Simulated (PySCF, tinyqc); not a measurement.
Inside a calculation. Method: MP2 on RHF in the sto-3g basis, for H4, spin multiplicity 1. The lowest restricted solution is unstable here: a spin-polarised one lies 0.0142 hartree lower (PySCF). Computed by tinyqc, a small Python program that keeps every step (integrals from PySCF). Settings: charge = 0, multiplicity = 1, basis = sto-3g, method = RHF, energy threshold = 1e-10, iteration cap = 62, orthogonalisation = canonical, start = Wolfsberg-Helmholz matrix, DIIS depth = 6. Command: `OMP_NUM_THREADS=1 python tinyqc.py 25386 25387 out.jsonl` (the two numbers bound the seeds that draw the settings). One thread of a shared host (Intel(R) Xeon(R) Processor @ 2.60GHz), about 0.07 s of CPU time with the checks. The early iterations of the SCF are left out here.

## One-electron integrals

Geometry (angstrom):
```
atom         x         y         z
H     0.000000  0.000000  0.000000
H     0.000000  0.000000  1.240000
H     0.000000  0.000000  2.772000
H     0.000000  0.000000  4.011000
```

Basis sto-3g: exponents (1/bohr^2) and contraction coefficients of normalised primitives:
```
element  l (shell)  exponent  coefficient
H            s (1)  3.425251     0.154329
H            s (1)  0.623914     0.535328
H            s (1)  0.168855     0.444635
```

Overlap, kinetic and nuclear-attraction integrals over the contracted functions; the nuclear repulsion is the sum of Za Zb / Rab.

nuclear repulsion = 1.71307412 hartree

overlap S, order 1H 1s, 2H 1s, 3H 1s, 4H 1s:
$$\begin{pmatrix}
1.000000 & 0.367290 & 0.029205 & 0.001721 \\
0.367290 & 1.000000 & 0.245237 & 0.029263 \\
0.029205 & 0.245237 & 1.000000 & 0.367775 \\
0.001721 & 0.029263 & 0.367775 & 1.000000
\end{pmatrix}$$

kinetic energy T (hartree), order 1H 1s, 2H 1s, 3H 1s, 4H 1s:
$$\begin{pmatrix}
0.760032 & 0.044508 & -0.008608 & -0.001162 \\
0.044508 & 0.760032 & 0.007061 & -0.008617 \\
-0.008608 & 0.007061 & 0.760032 & 0.044705 \\
-0.001162 & -0.008617 & 0.044705 & 0.760032
\end{pmatrix}$$

nuclear attraction V (hartree), order 1H 1s, 2H 1s, 3H 1s, 4H 1s:
$$\begin{pmatrix}
-1.971131 & -0.677183 & -0.049468 & -0.002788 \\
-0.677183 & -2.183466 & -0.447589 & -0.049576 \\
-0.049468 & -0.447589 & -2.183717 & -0.678310 \\
-0.002788 & -0.049576 & -0.678310 & -1.971519
\end{pmatrix}$$

core Hamiltonian H = T + V (hartree), order 1H 1s, 2H 1s, 3H 1s, 4H 1s:
$$\begin{pmatrix}
-1.211099 & -0.632675 & -0.058076 & -0.003951 \\
-0.632675 & -1.423434 & -0.440528 & -0.058192 \\
-0.058076 & -0.440528 & -1.423686 & -0.633605 \\
-0.003951 & -0.058192 & -0.633605 & -1.211488
\end{pmatrix}$$

## Two-electron integrals

Functions are numbered as in S; the eight-fold symmetry (ij|kl) = (ji|kl) = (kl|ij) leaves the list below.

Two-electron integrals (ij|kl) in chemists' order, unique and non-zero (hartree):
```
(11|11) 0.774606   (21|11) 0.212596   (21|21) 0.081372   (22|11) 0.407044
(22|21) 0.212596   (22|22) 0.774606   (31|11) 0.011150   (31|21) 0.005008
(31|22) 0.016029   (31|31) 0.000400   (32|11) 0.066058   (32|21) 0.033944
(32|22) 0.130303   (32|31) 0.003398   (32|32) 0.033896   (33|11) 0.190872
(33|21) 0.091483   (33|22) 0.339279   (33|31) 0.011150   (33|32) 0.130303
(33|33) 0.774606   (41|11) 0.000465   (41|21) 0.000227   (41|22) 0.000813
(41|31) 0.000022   (41|32) 0.000210   (41|33) 0.000813   (41|41) 1.34e-06
(42|11) 0.006102   (42|21) 0.002993   (42|22) 0.011175   (42|31) 0.000322
(42|32) 0.003405   (42|33) 0.016061   (42|41) 0.000022   (42|42) 0.000402
(43|11) 0.057761   (43|21) 0.026304   (43|22) 0.091623   (43|31) 0.002991
(43|32) 0.033998   (43|33) 0.212941   (43|41) 0.000227   (43|42) 0.005026
(43|43) 0.081606   (44|11) 0.131931   (44|21) 0.057694   (44|22) 0.190941
(44|31) 0.006091   (44|32) 0.066091   (44|33) 0.407310   (44|41) 0.000465
(44|42) 0.011175   (44|43) 0.212941   (44|44) 0.774606
```

## Orthogonalisation

S = U s U^T; canonical form X = U s^(-1/2), so that X^T S X = 1. Each column of U has its largest component positive (the first on a tie).

eigenvalues of S: [0.516978, 0.708451, 1.236063, 1.538508]

X, order 1H 1s, 2H 1s, 3H 1s, 4H 1s:
$$\begin{pmatrix}
0.564574 & 0.676124 & 0.520681 & 0.338461 \\
-0.803847 & -0.500223 & 0.366136 & 0.458177 \\
0.805303 & -0.498489 & -0.365334 & 0.458702 \\
-0.566473 & 0.675036 & -0.519987 & 0.339251
\end{pmatrix}$$

## Iteration 7 (converged): orbitals

converged F (hartree), order 1H 1s, 2H 1s, 3H 1s, 4H 1s:
$$\begin{pmatrix}
-0.182890 & -0.385179 & -0.049042 & 0.010534 \\
-0.385179 & -0.209136 & -0.189716 & -0.049111 \\
-0.049042 & -0.189716 & -0.209342 & -0.385528 \\
0.010534 & -0.049111 & -0.385528 & -0.183100
\end{pmatrix}$$

Diagonalise F' = X^T F X, C = X C', fill 2 alpha and 2 beta electrons from the bottom; D = 2 C_occ C_occ^T. Each column has its largest component positive (the first on a tie).

F' = X^T F X (hartree):
$$\begin{pmatrix}
0.462970 & 0.000042 & 0.040052 & -0.000031 \\
0.000042 & 0.229840 & 0.000063 & -0.018377 \\
0.040052 & 0.000063 & -0.365997 & 0.000035 \\
-0.000031 & -0.018377 & 0.000035 & -0.477246
\end{pmatrix}$$

orbital energies (hartree): MO1 -0.477723, MO2 -0.367928, MO3 0.230317, MO4 0.464900

coefficients C, order 1H 1s, 2H 1s, 3H 1s, 4H 1s:
$$\begin{pmatrix}
0.355749 & 0.492950 & 0.667043 & 0.589108 \\
0.444872 & 0.404619 & -0.511756 & -0.785399 \\
0.445767 & -0.403478 & -0.510425 & 0.786666 \\
0.356815 & -0.492054 & 0.666066 & -0.590732
\end{pmatrix}$$

D after iteration 7, order 1H 1s, 2H 1s, 3H 1s, 4H 1s:
$$\begin{pmatrix}
0.739115 & 0.715440 & -0.080627 & -0.231243 \\
0.715440 & 0.723256 & 0.070109 & -0.080715 \\
-0.080627 & 0.070109 & 0.723005 & 0.715179 \\
-0.231243 & -0.080715 & 0.715179 & 0.738869
\end{pmatrix}$$

## Convergence

Stop when the energy changes by less than 1e-10 hartree and every element of the error matrix X^T (F D S - S D F) X is below 3e-06.

Course of the cycle:
```
iteration  E (hartree)     change  largest element of the error matrix
1          -1.94038171          -                             2.18e-01
2          -1.98197756  -4.16e-02                             4.81e-02
3          -1.98339441  -1.42e-03                             7.82e-03
4          -1.98350733  -1.13e-04                             2.31e-04
5          -1.98350742  -8.50e-08                             2.77e-05
6          -1.98350742  -1.20e-09                             4.57e-06
7          -1.98350742  -2.03e-11                             2.87e-06
```

PySCF RHF in the same basis = -1.98350742 hartree

Converged in 7 iterations.

## Integrals over molecular orbitals

(pq|rs) = sum C_ip C_jq C_kr C_ls (ij|kl), one index at a time.

one-electron integrals over orbitals h = C^T H C (hartree):
$$\begin{pmatrix}
-1.486563 & 0.000058 & 0.112702 & -0.000231 \\
0.000058 & -1.364367 & 0.000282 & 0.093941 \\
0.112702 & 0.000282 & -1.111720 & 0.000046 \\
-0.000231 & 0.093941 & 0.000046 & -0.988539
\end{pmatrix}$$

Two-electron integrals over orbitals (pq|rs), unique and non-zero (hartree):
```
(11|11) 0.410733    (21|11) -0.000439   (21|21) 0.181620    (22|11) 0.389863
(22|21) 0.000381    (22|22) 0.398332    (31|11) -0.051577   (31|21) -0.000168
(31|22) 0.004577    (31|31) 0.112825    (32|11) -0.000303   (32|21) 0.070279
(32|22) 0.000155    (32|31) 0.000209    (32|32) 0.117463    (33|11) 0.391617
(33|21) 0.000332    (33|22) 0.394546    (33|31) -0.001041   (33|32) 0.000135
(33|33) 0.408323    (41|11) 0.000177    (41|21) -0.024568   (41|22) -0.000051
(41|31) -0.000229   (41|32) 0.083278    (41|33) -0.000037   (41|41) 0.099101
(42|11) -0.057097   (42|21) -0.000155   (42|22) -0.004315   (42|31) 0.111324
(42|32) 0.000245    (42|33) -0.001546   (42|41) -0.000202   (42|42) 0.115642
(43|11) -0.000420   (43|21) 0.179834    (43|22) 0.000405    (43|31) -0.000156
(43|32) 0.073078    (43|33) 0.000362    (43|41) -0.022998   (43|42) -0.000155
(43|43) 0.191074    (44|11) 0.427199    (44|21) -0.000373   (44|22) 0.406892
(44|31) -0.055005   (44|32) -0.000296   (44|33) 0.416832    (44|41) 0.000171
(44|42) -0.061519   (44|43) -0.000380   (44|44) 0.460784
```

## Second-order Moller-Plesset energy

Hartree-Fock energy = -1.98350742 hartree

E2 = sum_ijab (ia|jb) [2 (ia|jb) - (ib|ja)] / (e_i + e_j - e_a - e_b) over occupied i, j and virtual a, b; the opposite-spin part is (ia|jb)^2 / denominator, the rest is same-spin, and SCS-MP2 scales them by 6/5 and 1/3.

Terms:
```
i  j  a  b    (ia|jb)    (ib|ja)  denominator       term
2  2  3  3   0.117463   0.117463    -1.196491  -0.011532
1  2  3  4   0.111324   0.083278    -1.540869  -0.010069
2  1  4  3   0.111324   0.083278    -1.540869  -0.010069
1  1  3  3   0.112825   0.112825    -1.416082  -0.008989
2  2  4  4   0.115642   0.115642    -1.665656  -0.008029
1  1  4  4   0.099101   0.099101    -1.885247  -0.005209
2  1  3  4   0.083278   0.111324    -1.540869  -0.002985
1  2  4  3   0.083278   0.111324    -1.540869  -0.002985
2  2  3  4   0.000245   0.000245    -1.431073  -4.21e-08
2  2  4  3   0.000245   0.000245    -1.431073  -4.21e-08
2  1  3  3   0.000209   0.000209    -1.306286  -3.35e-08
1  2  3  3   0.000209   0.000209    -1.306286  -3.35e-08
1  1  3  4  -0.000229  -0.000229    -1.650664  -3.17e-08
1  1  4  3  -0.000229  -0.000229    -1.650664  -3.17e-08
2  1  4  4  -0.000202  -0.000202    -1.775452  -2.29e-08
1  2  4  4  -0.000202  -0.000202    -1.775452  -2.29e-08
```

Pair energies (hartree; pair i-j sums ij and ji):
```
pair  opposite spin  same spin
1-1       -0.014199          0
2-1       -0.025087  -0.001021
2-2       -0.019561          0
```

MP2 correlation energy = -0.05986760 hartree

SCS-MP2 correlation energy = -0.07095631 hartree

MP2 total energy = -2.04337502 hartree
